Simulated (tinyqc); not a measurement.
An offset iteration that does not settle: band offset of a heterojunction with an interface dipole (two-band chains, self-consistent charge).

Sites alternate A, C. Left: A at -G1/2, C at +G1/2, hopping -t1; right: A at D - G2/2, C at D + G2/2, hopping -t2; the bonds across the two interfaces of a ring (C left to A right, C right to A left) have -sqrt(t1 t2). D is the offset of the mid-gaps, so Ev(right) - Ev(left) = D - (G2 - G1)/2 and Ec(right) - Ec(left) = D + (G2 - G1)/2. The closing bond has its sign reversed (antiperiodic ring). Half the levels are filled with two electrons each. The charge moved is q = (electrons on the left) less one a site; the mean over the two interfaces, q/2, is taken as the charge that crosses each, and its dipole opposes the offset: D = D0 - u q/2.

From here on the ring has 24 cells a side.

Inputs chosen for the exercise (gaps near those of Si and Ge; the chains and D0 are free models, so the offsets are not those of the real pair; not measured data):
- G1 = 1.16 eV (gap on the left)
- G2 = 0.67 eV (gap on the right)
- t1 = 2.68 eV (hopping on the left)
- t2 = 2.73 eV (hopping on the right)
- D0 = -0.41 eV (mid-gap of the right side above that of the left, without dipole)
- u = 7.5 eV (potential step per electron moved across)
- mx = 0.8 (mixing)

Start at D = D0; D(out) = D0 - u q(D)/2; D(new) = D + mx (D(out) - D); stop when |D(out) - D| < 1e-7 eV, after 60 steps, or above 50 eV.

Iterations:

| i | D (eV) | q | D(out) (eV) | D(out) - D |
|---|---|---|---|---|
| 0 | -0.41000 | -0.24606 | 0.51273 | 0.923 |
| 1 | 0.32818 | 0.19478 | -1.14044 | -1.47 |
| 2 | -0.84672 | -0.58690 | 1.79086 | 2.64 |
| 3 | 1.26335 | 2.57935 | -10.08256 | -11.3 |
| 4 | -7.81338 | -25.00449 | 93.35683 | 101 |

Can the last value be used, and what is the cause?

No: the swings grow until D enters the broken-gap range, where whole electrons cross, and the run is stopped at i = 4; the sign of D(out) - D alternates. Near the solution the error is multiplied by 1 - mx (1 + u chi/2) a step, with chi = dq/dD = 0.5874 1/eV, that is -1.56. A rerun with mx = 0.31, near 1/(1 + u chi/2), converges in 4 steps to D = -0.1285 eV.

Run: tinyqc, `OMP_NUM_THREADS=1 python tinyqc.py 1451891 1451892 out.jsonl`; Intel(R) Xeon(R) Processor @ 2.30GHz, one thread, shared host; about 0.3 s of CPU time with all checks.
